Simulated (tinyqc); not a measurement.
Worked calculation: Hubbard ring of 4 sites. Computed by tinyqc, a small Python program that keeps every step. Settings: hopping = 1.09, U = 7.2, mixing = 0.2, iteration cap = 89. Command: `OMP_NUM_THREADS=1 python tinyqc.py 20776 20777 out.jsonl` (the two numbers bound the seeds that draw the settings). One thread of a shared host (Intel(R) Xeon(R) Processor @ 2.60GHz), about 0.3 s of CPU time with the checks.

one-body matrix (hopping and site energies) (eV), lower triangle:
```
          1         2         3        4
1   0.00000
2  -1.09000   0.00000
3   0.00000  -1.09000   0.00000
4  -1.09000   0.00000  -1.09000  0.00000
```

U = 7.20000 eV

electrons, up and down: 1  1

n(up) at the start (a guess, not normalised): 1 0.55000, 2 0.00000, 3 0.55000, 4 0.00000

n(down) at the start (a guess): 1 0.00000, 2 0.55000, 3 0.00000, 4 0.55000

Each step fills the lowest levels of T + U n(other spin) and sets n(new) = n + mixing (n(out) - n); stop when output and input agree to 1e-8.

Course of the cycle:

| iteration | E (eV) | largest \|n(out) - n(in)\| | mean \|n_up - n_down\| |
|---|---|---|---|
| 1 | -2.2411393 | 1.32e-01 | 0.33617 |
| 2 | -2.2845563 | 1.13e-01 | 0.32106 |
| 3 | -2.3209844 | 9.77e-02 | 0.30657 |
| 4 | -2.3516296 | 8.51e-02 | 0.29273 |
| 5 | -2.3775063 | 7.47e-02 | 0.27957 |
| 6 | -2.3994533 | 6.60e-02 | 0.26708 |
| 7 | -2.4181573 | 5.87e-02 | 0.25526 |
| 8 | -2.4341771 | 5.25e-02 | 0.24406 |
| 9 | -2.4479670 | 4.73e-02 | 0.23346 |
| 10 | -2.4598962 | 4.29e-02 | 0.22344 |
| 11 | -2.4702651 | 3.91e-02 | 0.21394 |
| ... | ... | ... | ... |
| 79 | -2.5595514 | 1.82e-03 | 0.01716 |
| 80 | -2.5595822 | 1.75e-03 | 0.01657 |
| 81 | -2.5596109 | 1.69e-03 | 0.01599 |
| 82 | -2.5596377 | 1.63e-03 | 0.01543 |
| 83 | -2.5596626 | 1.58e-03 | 0.01489 |
| 84 | -2.5596857 | 1.52e-03 | 0.01437 |
| 85 | -2.5597073 | 1.47e-03 | 0.01387 |
| 86 | -2.5597274 | 1.42e-03 | 0.01338 |
| 87 | -2.5597461 | 1.37e-03 | 0.01292 |
| 88 | -2.5597635 | 1.32e-03 | 0.01247 |
| 89 | -2.5597798 | 1.27e-03 | 0.01203 |

Can the last value be used, and what does the course show?

Not by the stop rule. Not converged within 89 iterations: the residual falls steadily but slowly, by a factor of about 0.96 a step. The lowest mean-field energy found from random starts is -2.84006 eV. Reruns (cap 100 unless said): mixing 0.5: not converged; mixing 0.9: not converged; the original settings with a cap of 400: not converged.
